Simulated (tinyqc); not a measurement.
Inside a calculation. Method: Pariser-Parr-Pople SCF with singles CI, for the molecule C=Cc1ccccc1 (SMILES; centres numbered as the heavy atoms are written). Computed by tinyqc, a small Python program that keeps every step. Settings: charge = 0, gamma = Ohno, start = huckel, damping = 0, iteration cap = 51, excitations kept = 6. Command: `OMP_NUM_THREADS=1 python tinyqc.py 25705 25706 out.jsonl` (the two numbers bound the seeds that draw the settings). One thread of a shared host (Intel(R) Xeon(R) Processor @ 2.60GHz), about 0.01 s of CPU time with the checks. Later iterations appear only in the table of the cycle.

## PPP integrals

Centres (angstrom, eV; a flat drawing with bonds scaled to 1.40 angstrom):
```
centre         x         y  core charge z         W  gamma_rr
1C      -2.87900   0.43800              1  11.16000  11.13000
2C      -1.93000  -0.59100              1  11.16000  11.13000
3C      -0.56400  -0.28300              1  11.16000  11.13000
4C       0.38500  -1.31100              1  11.16000  11.13000
5C       1.75100  -1.00300              1  11.16000  11.13000
6C       2.16700   0.33300              1  11.16000  11.13000
7C       1.21800   1.36200              1  11.16000  11.13000
8C      -0.14800   1.05400              1  11.16000  11.13000
```

Resonance integrals (eV):
```
i  j      beta
1  2  -2.39000
2  3  -2.39000
3  4  -2.39000
4  5  -2.39000
5  6  -2.39000
6  7  -2.39000
7  8  -2.39000
8  3  -2.39000
```

Ohno: gamma = 14.399645/sqrt(R^2 + a^2), a = 2 x 14.399645/(gamma_rr + gamma_ss); H_rr = -W_r - sum_(s != r) z_s gamma_rs; H_rs = beta for bonds.

repulsion gamma_rs (eV):
```
          1C        2C        3C        4C        5C        6C        7C        8C
1C  11.13000   7.55444   5.23956   3.67097   2.86921   2.76370   3.27662   4.66900
2C   7.55444  11.13000   7.55301   5.24006   3.67016   3.27662   3.66961   5.23870
3C   5.23956   7.55301  11.13000   7.55658   5.24006   4.66900   5.23870   7.55321
4C   3.67097   5.24006   7.55658  11.13000   7.55301   5.23984   4.66875   5.24017
5C   2.86921   3.67016   5.24006   7.55301  11.13000   7.55599   5.24017   4.66909
6C   2.76370   3.27662   4.66900   5.23984   7.55599  11.13000   7.55444   5.23956
7C   3.27662   3.66961   5.23870   4.66875   5.24017   7.55444  11.13000   7.55301
8C   4.66900   5.23870   7.55321   5.24017   4.66909   5.23956   7.55301  11.13000
```

core matrix H (eV):
```
           1C         2C         3C         4C         5C         6C         7C         8C
1C  -41.20351   -2.39000    0.00000    0.00000    0.00000    0.00000    0.00000    0.00000
2C   -2.39000  -47.36261   -2.39000    0.00000    0.00000    0.00000    0.00000    0.00000
3C    0.00000   -2.39000  -54.21012   -2.39000    0.00000    0.00000    0.00000   -2.39000
4C    0.00000    0.00000   -2.39000  -50.32939   -2.39000    0.00000    0.00000    0.00000
5C    0.00000    0.00000    0.00000   -2.39000  -47.95769   -2.39000    0.00000    0.00000
6C    0.00000    0.00000    0.00000    0.00000   -2.39000  -47.45916   -2.39000    0.00000
7C    0.00000    0.00000    0.00000    0.00000    0.00000   -2.39000  -48.36131   -2.39000
8C    0.00000    0.00000   -2.39000    0.00000    0.00000    0.00000   -2.39000  -51.32274
```

## Starting guess

pi electrons, sum of z_r less the charge = 8

Orbitals of the Hueckel matrix of the beta values.

P at the start:
```
          1C        2C        3C        4C        5C        6C        7C        8C
1C   1.00000   0.91134   0.00000  -0.25272   0.00000   0.20424   0.00000  -0.25272
2C   0.91134   1.00000   0.40589   0.00000  -0.04849   0.00000  -0.04849   0.00000
3C   0.00000   0.40589   1.00000   0.61013   0.00000  -0.30121   0.00000   0.61013
4C  -0.25272   0.00000   0.61013   1.00000   0.67870   0.00000  -0.32130   0.00000
5C   0.00000  -0.04849   0.00000   0.67870   1.00000   0.65862   0.00000  -0.32130
6C   0.20424   0.00000  -0.30121   0.00000   0.65862   1.00000   0.65862   0.00000
7C   0.00000  -0.04849   0.00000  -0.32130   0.00000   0.65862   1.00000   0.67870
8C  -0.25272   0.00000   0.61013   0.00000  -0.32130   0.00000   0.67870   1.00000
```

## Iteration 1: Fock matrix

F_rr = H_rr + P_rr gamma_rr / 2 + sum_(s != r) P_ss gamma_rs; F_rs = H_rs - P_rs gamma_rs / 2; E = tr P (H + F) / 2 + core repulsion sum_(r<s) z_r z_s gamma_rs.

F (eV):
```
          1C        2C        3C        4C        5C        6C        7C        8C
1C  -5.59500  -5.83235   0.00000   0.46387   0.00000  -0.28223   0.00000   0.58999
2C  -5.83235  -5.59500  -3.92286   0.00000   0.08898   0.00000   0.08897   0.00000
3C   0.00000  -3.92286  -5.59500  -4.69525   0.00000   0.70318   0.00000  -4.69423
4C   0.46387   0.00000  -4.69525  -5.59500  -4.95313   0.00000   0.75003   0.00000
5C   0.00000   0.08898   0.00000  -4.95313  -5.59500  -4.87826   0.00000   0.75008
6C  -0.28223   0.00000   0.70318   0.00000  -4.87826  -5.59500  -4.87775   0.00000
7C   0.00000   0.08897   0.00000   0.75003   0.00000  -4.87775  -5.59500  -4.95313
8C   0.58999   0.00000  -4.69423   0.00000   0.75008   0.00000  -4.95313  -5.59500
```

pi energy = -106.28868 eV

## Iteration 1: orbitals and new P

Diagonalise F (the basis is taken as orthonormal) and form P = 2 sum c c over the lowest orbitals.

orbital energies (eV): -14.95159  -12.72570  -11.29897  -10.23112  -0.95888  0.10897  1.53570  3.76159

P after iteration 1:
```
          1C        2C        3C        4C        5C        6C        7C        8C
1C   1.00000   0.93025   0.00000  -0.22347   0.00000   0.17216   0.00000  -0.23465
2C   0.93025   1.00000   0.36344   0.00000  -0.04035   0.00000  -0.03037   0.00000
3C   0.00000   0.36344   1.00000   0.62012   0.00000  -0.31214   0.00000   0.62123
4C  -0.22347   0.00000   0.62012   1.00000   0.67816   0.00000  -0.32498   0.00000
5C   0.00000  -0.04035   0.00000   0.67816   1.00000   0.65936   0.00000  -0.32204
6C   0.17216   0.00000  -0.31214   0.00000   0.65936   1.00000   0.66194   0.00000
7C   0.00000  -0.03037   0.00000  -0.32498   0.00000   0.66194   1.00000   0.67476
8C  -0.23465   0.00000   0.62123   0.00000  -0.32204   0.00000   0.67476   1.00000
```

## Iteration 2: Fock matrix

As before.

F (eV):
```
          1C        2C        3C        4C        5C        6C        7C        8C
1C  -5.59500  -5.90375   0.00000   0.41018   0.00000  -0.23790   0.00000   0.54779
2C  -5.90375  -5.59500  -3.76253   0.00000   0.07404   0.00000   0.05572   0.00000
3C   0.00000  -3.76253  -5.59500  -4.73299   0.00000   0.72870   0.00000  -4.73615
4C   0.41018   0.00000  -4.73299  -5.59500  -4.95108   0.00000   0.75862   0.00000
5C   0.00000   0.07404   0.00000  -4.95108  -5.59500  -4.88107   0.00000   0.75181
6C  -0.23790   0.00000   0.72870   0.00000  -4.88107  -5.59500  -4.89030   0.00000
7C   0.00000   0.05572   0.00000   0.75862   0.00000  -4.89030  -5.59500  -4.93823
8C   0.54779   0.00000  -4.73615   0.00000   0.75181   0.00000  -4.93823  -5.59500
```

pi energy = -106.33402 eV

## Iteration 2: orbitals and new P

As before.

orbital energies (eV): -14.94743  -12.71406  -11.29560  -10.28990  -0.90010  0.10560  1.52406  3.75743

P after iteration 2:
```
          1C        2C        3C        4C        5C        6C        7C        8C
1C   1.00000   0.93805   0.00000  -0.21033   0.00000   0.15924   0.00000  -0.22463
2C   0.93805   1.00000   0.34358   0.00000  -0.03736   0.00000  -0.02485   0.00000
3C   0.00000   0.34358   1.00000   0.62432   0.00000  -0.31506   0.00000   0.62683
4C  -0.21033   0.00000   0.62432   1.00000   0.67770   0.00000  -0.32666   0.00000
5C   0.00000  -0.03736   0.00000   0.67770   1.00000   0.65953   0.00000  -0.32302
6C   0.15924   0.00000  -0.31506   0.00000   0.65953   1.00000   0.66363   0.00000
7C   0.00000  -0.02485   0.00000  -0.32666   0.00000   0.66363   1.00000   0.67252
8C  -0.22463   0.00000   0.62683   0.00000  -0.32302   0.00000   0.67252   1.00000
```

## Iteration 3: Fock matrix

As before.

F (eV):
```
          1C        2C        3C        4C        5C        6C        7C        8C
1C  -5.59500  -5.93323   0.00000   0.38606   0.00000  -0.22005   0.00000   0.52441
2C  -5.93323  -5.59500  -3.68752   0.00000   0.06855   0.00000   0.04560   0.00000
3C   0.00000  -3.68752  -5.59500  -4.74886   0.00000   0.73550   0.00000  -4.75731
4C   0.38606   0.00000  -4.74886  -5.59500  -4.94935   0.00000   0.76254   0.00000
5C   0.00000   0.06855   0.00000  -4.94935  -5.59500  -4.88171   0.00000   0.75410
6C  -0.22005   0.00000   0.73550   0.00000  -4.88171  -5.59500  -4.89666   0.00000
7C   0.00000   0.04560   0.00000   0.76254   0.00000  -4.89666  -5.59500  -4.92976
8C   0.52441   0.00000  -4.75731   0.00000   0.75410   0.00000  -4.92976  -5.59500
```

pi energy = -106.34305 eV

## Iteration 3: orbitals and new P

As before.

orbital energies (eV): -14.94522  -12.70719  -11.29359  -10.31498  -0.87502  0.10359  1.51719  3.75522

P after iteration 3:
```
          1C        2C        3C        4C        5C        6C        7C        8C
1C   1.00000   0.94145   0.00000  -0.20451   0.00000   0.15376   0.00000  -0.21956
2C   0.94145   1.00000   0.33442   0.00000  -0.03605   0.00000  -0.02311   0.00000
3C   0.00000   0.33442   1.00000   0.62611   0.00000  -0.31584   0.00000   0.62960
4C  -0.20451   0.00000   0.62611   1.00000   0.67746   0.00000  -0.32745   0.00000
5C   0.00000  -0.03605   0.00000   0.67746   1.00000   0.65953   0.00000  -0.32369
6C   0.15376   0.00000  -0.31584   0.00000   0.65953   1.00000   0.66455   0.00000
7C   0.00000  -0.02311   0.00000  -0.32745   0.00000   0.66455   1.00000   0.67128
8C  -0.21956   0.00000   0.62960   0.00000  -0.32369   0.00000   0.67128   1.00000
```

## Convergence

Stop when output and input P, before any damping, agree to 1e-7.

Course of the cycle:
```
iteration        E (eV)  largest |P(out) - P(in)|
1          -106.2886826                  4.25e-02
2          -106.3340158                  1.99e-02
3          -106.3430532                  9.15e-03
4          -106.3449229                  4.20e-03
5          -106.3453156                  1.92e-03
6          -106.3453988                  8.80e-04
7          -106.3454166                  4.03e-04
8          -106.3454205                  1.84e-04
9          -106.3454213                  8.41e-05
10         -106.3454215                  3.83e-05
11         -106.3454216                  1.74e-05
12         -106.3454216                  9.08e-06
13         -106.3454216                  5.53e-06
14         -106.3454216                  3.44e-06
15         -106.3454216                  2.24e-06
16         -106.3454216                  1.47e-06
17         -106.3454216                  9.64e-07
18         -106.3454216                  6.37e-07
19         -106.3454216                  4.22e-07
20         -106.3454216                  2.80e-07
21         -106.3454216                  1.86e-07
22         -106.3454216                  1.24e-07
23         -106.3454216                  8.27e-08
```

Converged in 23 iterations.

## Converged orbitals

Charges are z - P_rr.

orbital energies (eV): -14.94327  -12.70084  -11.29139  -10.33537  -0.85463  0.10139  1.51084  3.75327

coefficients:
```
        MO1       MO2       MO3       MO4       MO5       MO6       MO7       MO8
1C  0.14850   0.43434   0.01142   0.53774   0.53774   0.01142  -0.43434   0.14850
2C  0.27945   0.53443  -0.00220   0.36917  -0.36917   0.00220   0.53443  -0.27945
3C  0.48685   0.32481  -0.01875  -0.39640  -0.39640  -0.01875  -0.32481   0.48685
4C  0.39796   0.01210   0.49166  -0.31583   0.31583  -0.49166   0.01210  -0.39796
5C  0.34807  -0.31365   0.50896   0.14641   0.14641   0.50896   0.31365   0.34807
6C  0.32814  -0.46282   0.01668   0.42171  -0.42171  -0.01668  -0.46282  -0.32814
7C  0.34609  -0.32784  -0.49039   0.17963   0.17963  -0.49039   0.32784   0.34609
8C  0.39479  -0.00580  -0.50792  -0.29347   0.29347   0.50792  -0.00580  -0.39479
```

pi charges: 1C 0.00000, 2C 0.00000, 3C 0.00000, 4C 0.00000, 5C 0.00000, 6C 0.00000, 7C 0.00000, 8C 0.00000

## Singles CI, singlets

Over the 6 single excitations with the smallest orbital gaps: A = (e_a - e_i) delta + 2 (ia|jb) - (ij|ab), with (pq|rs) = sum c_mp c_mq gamma_mn c_nr c_ns. f = 2/3 w |mu|^2 in atomic units, mu = sqrt2 sum c_ia sum_m c_mi c_ma R_m.

singlet CI matrix (eV):
```
          4>5       4>6       3>5       3>6       2>5       4>7
4>5   4.97613  -0.13279  -0.13279  -0.60106  -0.13382   0.13382
4>6  -0.13279   5.91334   0.77708   0.00694  -0.13521   0.10361
3>5  -0.13279   0.77708   5.91334   0.00694  -0.10361   0.13521
3>6  -0.60106   0.00694   0.00694   6.31880   0.59138  -0.59138
2>5  -0.13382  -0.13521  -0.10361   0.59138   7.21412   0.20731
4>7   0.13382   0.10361   0.13521  -0.59138   0.20731   7.21412
```

singlet excitation energies (eV): 4.72613  5.13583  5.84853  6.73422  7.42186  7.68328

oscillator strengths: 0.36226  0.00000  0.51361  0.90859  0.00000  0.78396

## Singles CI, triplets

Over the 6 single excitations with the smallest orbital gaps: A = (e_a - e_i) delta - (ij|ab), with (pq|rs) = sum c_mp c_mq gamma_mn c_nr c_ns.

triplet CI matrix (eV):
```
          4>5       4>6       3>5       3>6       2>5       4>7
4>5   3.30794  -0.04121  -0.04121  -0.21046  -0.35900   0.35900
4>6  -0.04121   4.92580  -0.21046   0.01872  -0.05386   0.02226
3>5  -0.04121  -0.21046   4.92580   0.01872  -0.02226   0.05386
3>6  -0.21046   0.01872   0.01872   4.24572   0.01390  -0.01390
2>5  -0.35900  -0.05386  -0.02226   0.01390   5.80349   1.61793
4>7   0.35900   0.02226   0.05386  -0.01390   1.61793   5.80349
```

triplet excitation energies (eV): 3.04374  4.21296  4.47066  4.72722  5.13583  7.42186
